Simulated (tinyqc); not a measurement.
Temperature: two-band k.p model of the X valleys of a zinc-blende crystal.

k along the valley axis, counted from X, c = hbar^2/2m0, e = c k^2/ml. H = [[e - D/2, i P k], [-i P k, e + D/2]] with P^2 = D0 c/ml, so E = e -/+ sqrt(D^2/4 + D0 e). For D = 0 (diamond lattice) the bands cross at X.

With x = D/D0: for x < 1 the minima lie at k_m = sqrt(ml D0 (1 - x^2)/(4 c)), the hump at X has the height dE = (D0/4)(1 - x)^2 and the mass at the minimum is ml/(1 - x^2); the mass at X is ml/(1 - 1/x), negative for x < 1. For x > 1 the minimum is at X.

Thermal masses along the axis for one X point, lower band, E from the minimum, on 1601 points from -0.8 to 0.8 1/angstrom: density-of-states mass m_d = c I^2/(pi kT), I = integral of exp(-E/kT) dk; conductivity mass m_c = 2 c kT/<(dE/dk)^2> with central differences.

Constants: hbar^2/2m0 = 3.80998211 eV angstrom^2; kB = 8.617333262e-05 eV/K.

Parameters, chosen for this exercise (out of a larger set: of the order of those of cubic SiC; not measured data): D = 2.943 eV (splitting of the two conduction levels at X); D0 = 1.026 eV (coupling energy); ml = 0.433 m0 (mass along the axis from remote bands).

Thermal masses against T.

Results:
```
T (K)  kT (meV)    m_d    m_c
10         0.86  0.665  0.665
50         4.31  0.664  0.664
100        8.62  0.664  0.663
200       17.23  0.663  0.662
300       25.85  0.662  0.660
500       43.09  0.661  0.657
```

Give the missing row, T (K) = 20.

Computed row:
```
T (K)  kT (meV)    m_d    m_c
20         1.72  0.665  0.664
```

m_d goes from 0.665 to 0.661 and m_c goes from 0.665 to 0.657. Both start from the edge mass 0.665 and tend to ml = 0.433 for kT far above D0. 

Computed by tinyqc, a small Python program: `OMP_NUM_THREADS=1 python tinyqc.py 1880392 1880393 out.jsonl` (the numbers bound the seed that draws the inputs); one thread of a shared host (Intel(R) Xeon(R) Processor @ 2.30GHz), about 0.01 s for the whole set of steps.
